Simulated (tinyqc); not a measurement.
Comparisons within one model: deep level as a short-range spherical well. A value that a table varies takes the place of the one given here.

A spherical well of radius R and depth V0 below the conduction edge, one mass m, c = hbar^2/2m0. The s level at binding Et solves k cot(k R) = -kappa with k = sqrt(m (V0 - Et)/c), kappa = sqrt(m Et/c); it exists for V0 > Vc = c (pi/2R)^2/m. Outside, psi falls as exp(-kappa r)/r.

Lucovsky model (delta well, plane-wave final states, no local-field factor): sigma = (32 pi alpha c/(3 n_r m Et)) (x - 1)^(3/2)/x^3, x = h nu/Et, c = hbar^2/2m0; 1 angstrom^2 = 1e-16 cm^2.

Constants: hbar^2/2m0 = 3.80998211 eV angstrom^2; fine-structure constant alpha = 0.007297352564; e^2/(4 pi eps0) = 14.39964547 eV angstrom; kB = 8.617333262e-05 eV/K.

Inputs chosen for the exercise (near those of 4H SiC; the results hold for these values, not for the real material): R = 4.8 angstrom (radius of the well); m = 0.413 m0 (mass); fV = (1.06, 1.1, 1.24, 1.7, 2.08, 3.78, 6.58) (V0/Vc); n_r = 2.65 (refractive index); xs = (1.07, 1.26, 1.57, 1.87, 2.08, 3.13, 4.35, 6.53) (photon energies h nu/Et); eps = 9.5 (static dielectric constant); T = 300 K (temperature); Fs = (1, 5, 20, 50, 100, 200) kV/cm (fields).

## From threshold to a deep level

Et against the depth at fixed R; near threshold Et = (pi^2/16)(V0 - Vc)^2/Vc.

Results:
```
V0/Vc  V0 (eV)   Et (eV)  threshold form (eV)  1/kappa (angstrom)  share outside
1.06     1.047  0.002102             0.002194                66.3          0.931
1.10     1.087  0.005680             0.006094                40.3          0.889
1.24     1.225   0.02991              0.03510                17.6          0.766
1.70     1.679    0.1994               0.2986                 6.8          0.517
2.08     2.055    0.4043               0.7108                 4.8          0.401
3.78     3.734     1.630                4.710                 2.4          0.187
6.58     6.501     4.040                18.97                 1.5          0.091
```

The threshold form holds to 10 % up to V0/Vc = 1.10 of those listed. There the state is mostly outside the well (93 % in the first row) and knows only Et, which is why a delta-well model works; more than half is inside from V0/Vc = 2.08 on. A second s level would need V0/Vc > 9. From V0/Vc = 6.58 on Et exceeds the gap of the host, about 3.2 eV, so those rows only show the model.

## Neutral against charged centre

Et = 0.13181 eV

Lucovsky cross-section, its shape relative to the peak, and the shape of a hydrogen-like centre relative to threshold: x^-4 exp(4 - 4 atan(e)/e)/(1 - exp(-2 pi/e)), e = sqrt(x - 1).

Results:
```
x     h nu (eV)  sigma (1e-18 cm^2)  relative to peak  hydrogen-like
1.07      0.141                9.76             0.121          0.834
1.26      0.166                42.8             0.530          0.536
1.57      0.207                71.8             0.890          0.292
1.87      0.246                80.1             0.993          0.179
2.08      0.274                80.6             0.998          0.132
3.13      0.413                65.5             0.811          0.040
4.35      0.573                48.1             0.596          0.015
6.53      0.861                30.2             0.374          0.004
```

The short-range centre starts from zero, reaches half its peak at x = 1.24 and peaks at x = 2; in the last row it still has 37 % of the peak. The Coulomb centre is largest at threshold and is down to 0.4 % there. Reading the peak as the threshold would misplace the level by a factor 2, here 0.13 eV.

## Emission in a field

Barrier lowering for a charged centre (Poole-Frenkel) is 2 sqrt(q e F/eps), q = e^2/(4 pi eps0), and for the neutral well e F R; the one-dimensional enhancement is exp(lowering/kB T). 1 kV/cm = 1e-5 V/angstrom; tunnelling is left out.

Results:
```
F (kV/cm)  lowering, charged (meV)  enhancement  saddle at (angstrom)  lowering, neutral (meV)  enhancement
1                              7.8         1.35                   389                     0.05        1.002
5                             17.4         1.96                   174                     0.24        1.009
20                            34.8         3.85                    87                     0.96        1.038
50                            55.1         8.41                    55                     2.40        1.097
100                           77.9         20.3                    39                     4.80        1.204
200                          110.1         70.8                    28                     9.60        1.450
```

At 200 kV/cm the charged centre emits 70.8 times faster and the neutral one 1.45 times: the logarithm of the enhancement is linear in sqrt(F) for the first and in F for the second, which tells the charge state. In the last rows the lowering nears Et, where the formula is no longer safe. The largest lowering is 84 % of Et.

Computed by tinyqc, a small Python program: `OMP_NUM_THREADS=1 python tinyqc.py 1252341 1252342 out.jsonl` (the numbers bound the seed that draws the inputs); one thread of a shared host (Intel(R) Xeon(R) Processor @ 2.30GHz), about 0.01 s for the whole set of steps.
